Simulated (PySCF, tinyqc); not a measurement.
Inside a calculation. Method: CCD on RHF in the sto-3g basis, for H4, spin multiplicity 1. The lowest restricted solution is unstable here: a spin-polarised one lies 0.1070 hartree lower (PySCF). Computed by tinyqc, a small Python program that keeps every step (integrals from PySCF). Settings: charge = 0, multiplicity = 1, basis = sto-3g, method = RHF, energy threshold = 1e-10, iteration cap = 59, orthogonalisation = symmetric, start = atomic densities, DIIS depth = 6, amplitude equations = CCD, DIIS depth for amplitudes = 0, cap on updates = 82. Command: `OMP_NUM_THREADS=1 python tinyqc.py 30214 30215 out.jsonl` (the two numbers bound the seeds that draw the settings). One thread of a shared host (Intel(R) Xeon(R) Processor @ 2.60GHz), about 0.2 s of CPU time with the checks.

Geometry (angstrom):
```
atom       x       y       z
H     0.0000  0.0000  0.0000
H     0.0000  0.0000  1.1980
H     0.0000  1.2800  0.0000
H     0.0000  1.2800  1.1980
```

E_corr = 1/4 sum <ij||ab> t_ij^ab; stop when the norm of the change is below 1e-8.

Course of the amplitude iterations:
```
update  correlation energy (hartree)  norm of the change
0                          -0.072433                   -
1                          -0.104078            2.49e-01
2                          -0.120147            1.67e-01
3                          -0.129243            1.22e-01
4                          -0.134811            9.46e-02
5                          -0.138498            7.64e-02
6                          -0.141137            6.31e-02
7                          -0.143151            5.27e-02
8                          -0.144759            4.42e-02
9                          -0.146079            3.70e-02
10                         -0.147176            3.11e-02
11                         -0.148096            2.60e-02
12                         -0.148868            2.17e-02
13                         -0.149516            1.81e-02
...                              ...                 ...
69                         -0.152753            4.31e-07
70                         -0.152753            3.56e-07
71                         -0.152753            2.94e-07
72                         -0.152753            2.43e-07
73                         -0.152753            2.01e-07
74                         -0.152753            1.66e-07
75                         -0.152753            1.37e-07
76                         -0.152753            1.13e-07
77                         -0.152753            9.34e-08
78                         -0.152753            7.71e-08
79                         -0.152753            6.37e-08
80                         -0.152753            5.26e-08
81                         -0.152753            4.35e-08
82                         -0.152753            3.59e-08
```

Can the last value be used, and what does the course show?

Not by the stop rule, although the second column moves by less than 1e-07 over the last three steps. Not converged within 82 updates: the residual falls steadily but slowly, by a factor of about 0.83 a step.
